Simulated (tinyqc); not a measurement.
Comparisons within one model: pair of shallow donors (hydrogen-like orbitals). A value that a table varies takes the place of the one given here.

Each donor has the orbital exp(-r/a); energy unit Ha* = q/(eps a), q = e^2/(4 pi eps0), so that a lone donor is bound by Ha*/2; x = R/a. One electron: S = (1 + x + x^2/3) exp(-x), j = 1/x - (1 + 1/x) exp(-2x), k = (1 + x) exp(-x); levels E(+/-) = -1/2 - (j +/- k)/(1 +/- S) in Ha*, without the repulsion of the ions, split by D = |E(-) - E(+)|. In six valleys the overlaps S and k are multiplied by v = [cos(K Rx) + cos(K Ry) + cos(K Rz)]/3, K = k0 (2 pi/a_lat), for isotropic envelopes and the symmetric valley state.

Two electrons, Heitler-London: with S' = (1 - x + x^2/3) exp(x), C = 1/x - exp(-2x)(1/x + 11/8 + 3x/4 + x^2/6), X = (1/5){exp(-2x)(25/8 - 23x/4 - 3x^2 - x^3/3) + (6/x)[S^2 (0.5772157 + ln x) + S'^2 Ei(-4x) - 2 S S' Ei(-2x)]}, Q = C - 2j + 1/x and A = X - 2 S k + S^2/x, the singlet and triplet lie at (Q +/- w A)/(1 +/- w S^2) from two lone donors, with the valley weight w = v^2; the exchange is J = triplet - singlet.

Constants: e^2/(4 pi eps0) = 14.39964547 eV angstrom.

Parameters, chosen for this exercise (near those of two donors in Si; shifted at random, so the results belong to these values and not to a real crystal): a = 17.9 angstrom (orbital radius); eps = 11.6 (dielectric constant); a_lat = 5.431 angstrom (lattice constant); k0 = 0.853 2 pi/a_lat (valley position); sites = ((12, 0, 0), (13, 0, 0), (14, 0, 0), (15, 0, 0), (16, 0, 0), (17, 0, 0), (18, 0, 0), (19, 0, 0), (20, 0, 0)) a_lat (positions of the second donor); Ns = (0.033, 0.083, 0.2, 0.5, 1.2, 2.5, 5) x 1e18/cm^3 (donor densities); n = (20, 0, 0) a_lat (separation vector).

## Lattice sites along [100]

D and J for each site, and for v = 1.

Results:
```
site        R (angstrom)      v  D (meV)  J (micro-eV)  J for v = 1
(12, 0, 0)          65.2  0.696     5.62      1.12e+03     2.32e+03
(13, 0, 0)          70.6  0.949     6.29      1.36e+03     1.51e+03
(14, 0, 0)          76.0  0.978     5.17           926          968
(15, 0, 0)          81.5  0.760     3.16           355          615
(16, 0, 0)          86.9  0.467     1.54          84.4          386
(17, 0, 0)          92.3  0.333    0.864          26.8          241
(18, 0, 0)          97.8  0.464    0.946          32.1          149
(19, 0, 0)         103.2  0.756     1.21          52.3         91.5
(20, 0, 0)         108.6  0.977     1.22          53.3         55.9
```

Over these sites the envelope alone changes J by a factor 41.5, and the valley factor v^2 by 8.61; J runs from 26.8 at (17, 0, 0) to 1.36e+03 micro-eV at (13, 0, 0). Along [100] four valleys keep their phase, so v = (2 + cos)/3 stays between 1/3 and 1. J does not fall steadily with distance.

## From lone donors to an impurity band (impurity band of shallow donors (Hubbard estimate))

Donors on a simple cubic lattice of spacing R = N^(-1/3) (1/angstrom^3 = 1e24/cm^3), Ha* = q/(eps a), q = e^2/(4 pi eps0), x = R/a. Hopping t = Ha* (1 + x) exp(-x), band width B = 12 t, on-site repulsion U = (5/8) Ha*; the gap closes near B/U = 1.15. Valley factors and disorder are left out.

Results:
```
N (1e18/cm^3)  R (angstrom)  N^(1/3) a   t (meV)   B (meV)       B/U
0.033                 311.8      0.057  3.48e-05  0.000418  9.65e-06
0.083                 229.2      0.078   0.00262    0.0315  0.000727
0.20                  171.0      0.105    0.0520     0.623    0.0144
0.50                  126.0      0.142     0.489      5.87     0.135
1.2                    94.1      0.190      2.26      27.1     0.626
2.5                    73.7      0.243      5.79      69.4      1.60
5.0                    58.5      0.306      11.3       135      3.12
```

B/U passes 1.15 between 1.2 and 2.5 x 1e18/cm^3; the root is x = 4.52, N^(1/3) a = 0.221, N = 1.9 x 1e18/cm^3, below the 3.1 that the empirical rule N^(1/3) a = 0.26 gives; the estimate is rough, since random positions, the overlap of the orbitals and screening are left out. While N grows by 152 times, t grows by 3.24e+05 times.

## What each parameter does

x, D = |E(-) - E(+)| and J. Each row changes one parameter from the base and keeps the others.

Results:
```
case                       x  D (meV)  J (micro-eV)
base                   6.068    1.219          53.3
a = 19.7 angstrom      5.514    1.741           119
eps = 12.8             6.068    1.105          48.3
k0 = 0.833 2 pi/a_lat  6.068   0.6086          13.3
n = (21, 0, 0) a_lat   6.372   0.9239          30.7
```

The largest shifts from the base row, up to three for each result and ties (the steps differ in size, so this ranks the rows, not the parameters). x: a -0.554, n +0.303; unchanged at the printed digits by eps and k0. D (meV): k0 -0.611, a +0.522, n -0.296. J (micro-eV): a +65.4, k0 -40.0, n -22.6.

Run: tinyqc, `OMP_NUM_THREADS=1 python tinyqc.py 1280126 1280127 out.jsonl`; Intel(R) Xeon(R) Processor @ 2.30GHz, one thread, shared host; about 0.01 s of CPU time with all checks.
